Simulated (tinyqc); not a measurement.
Where in the gap a trap does harm: carrier lifetime from Shockley-Read-Hall, radiative, Auger and surface recombination. Computed by tinyqc, a small Python program. Command: `OMP_NUM_THREADS=1 python tinyqc.py 3022963 3022964 out.jsonl lifetime walk`. One thread of a shared host (Intel(R) Xeon(R) Processor @ 2.30GHz), about 0.02 s of CPU time with the checks.

Energies are counted from the top of the valence band. Boltzmann statistics, full ionisation, and equal excess densities of electrons and holes.

Inputs (values chosen for the exercise, with bands modelled on germanium):

| quantity | value | unit |
|---|---|---|
| gap E_g | 0.665 | eV |
| electron mass m_e | 0.217 | m_0 |
| valleys M_c | 4 | - |
| hole mass m_h | 0.336 | m_0 |
| temperature T | 400 | K |
| doping N | 1.3e+18 | cm^-3 |
| trap level E_t | 0.327 | eV |
| trap density N_t | 1.1e+14 | cm^-3 |
| electron cross-section sigma_n | 2.4e-14 | cm^2 |
| hole cross-section sigma_p | 6.4e-15 | cm^2 |

Doping: n-type. Surface term: none.

Constants: m_0 = 9.1093837015e-31 kg; k_B = 1.380649e-23 J/K; h = 6.62607015e-34 J s; k_B = 8.617333262e-05 eV/K.

Method:
- N_c = 2 M_c (2 pi m_e k_B T/h^2)^(3/2) and N_v = 2 (2 pi m_h k_B T/h^2)^(3/2), masses in units of m_0.
- n_i = sqrt(N_c N_v) exp(-E_g/2 k_B T); majority density N/2 + sqrt(N^2/4 + n_i^2), minority density n_i^2 over it.
- v = sqrt(3 k_B T/m) with m_e or m_h; tau_n0 = 1/(sigma_n v_n N_t), tau_p0 = 1/(sigma_p v_p N_t); n1 = N_c exp(-(E_g - E_t)/k_B T), p1 = N_v exp(-E_t/k_B T).
- Low injection: tau = [tau_p0 (n_0 + n1) + tau_n0 (p_0 + p1)]/(n_0 + p_0). Depleted region (n = p = 0): generation lifetime tau_g = (tau_p0 n1 + tau_n0 p1)/n_i. n1 = N_c exp(-(E_g - E_t)/k_B T), p1 = N_v exp(-E_t/k_B T).

tau_p0 = 6.10533e-08 s

n_0 = 1.30000e+18 cm^-3

N_c = 1.56218e+19 cm^-3

tau_n0 = 1.30839e-08 s

p_0 = 3.78133e+11 cm^-3

N_v = 7.52470e+18 cm^-3

n_i = 7.01122e+14 cm^-3

The same trap at other energies:

| E_t (eV) | SRH lifetime (s) | generation lifetime (s) |
|---|---|---|
| 0.040 | 8.4784e-08 | 4.4000e-05 |
| 0.100 | 6.5216e-08 | 7.7178e-06 |
| 0.166 | 6.1667e-08 | 1.1381e-06 |
| 0.233 | 6.1144e-08 | 1.6775e-07 |
| 0.299 | 6.1084e-08 | 5.7284e-08 |
| 0.332 | 6.1105e-08 | 9.5915e-08 |
| 0.366 | 6.1181e-08 | 2.3593e-07 |
| 0.432 | 6.1904e-08 | 1.5780e-06 |
| 0.499 | 6.6996e-08 | 1.1019e-05 |
| 0.565 | 1.0138e-07 | 7.4765e-05 |
| 0.625 | 2.9094e-07 | 4.2625e-04 |

What follows from these numbers?

The SRH lifetime (other channels left aside) stays within 10 % of its least value, among these rows, from E_t = 0.1 to 0.499 eV. The generation lifetime has a sharp minimum, among these rows at 0.299 eV and exactly at 0.293 eV, where tau_p0 n1 = tau_n0 p1, since generation needs two thermal jumps and the larger one rules.

Extremes, crossings and ranges named in words are read from the listed rows.
